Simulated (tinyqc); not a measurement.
Charge neutrality of a doped semiconductor with incomplete ionisation: one step, computed by the program tinyqc. Command: `OMP_NUM_THREADS=1 python tinyqc.py 3019068 3019069 out.jsonl dopant walk`. One thread of a shared host (Intel(R) Xeon(R) Processor @ 2.30GHz), about 0.02 s of CPU time with the checks.

Energies are counted from the top of the valence band; E_D is measured down from the conduction band and E_A up from the valence band.

Task: Densities at the solution. n = N_c exp((E_F - E_g)/k_B T), p = N_v exp(-E_F/k_B T). N_D+ = N_D/(1 + g_D exp((E_F - E_g + E_D)/k_B T)).

Inputs (values chosen for the exercise, modelled on GaN):

| quantity | value | unit |
|---|---|---|
| donor density N_D | 3.2e+16 | cm^-3 |
| donor depth E_D | 0.0248 | eV |
| donor degeneracy g_D | 2 | - |
| temperature T | 450 | K |

Doping: n-type. Statistics of the bands: Boltzmann.

Fermi level E_F (last iterate) = 3.237871 eV

gap E_g = 3.428218 eV

N_c = 4.216508e+18 cm^-3

N_v = 7.392473e+19 cm^-3

k_B T = 0.03877800 eV

Give: majority density n; minority density p; ionised share of the donors; distance of E_F from the majority band edge.

Result:

majority density n = 3.113e+16 cm^-3

minority density p = 4.039e-17 cm^-3

ionised share of the donors = 0.9728

distance of E_F from the majority band edge = 0.1903 eV
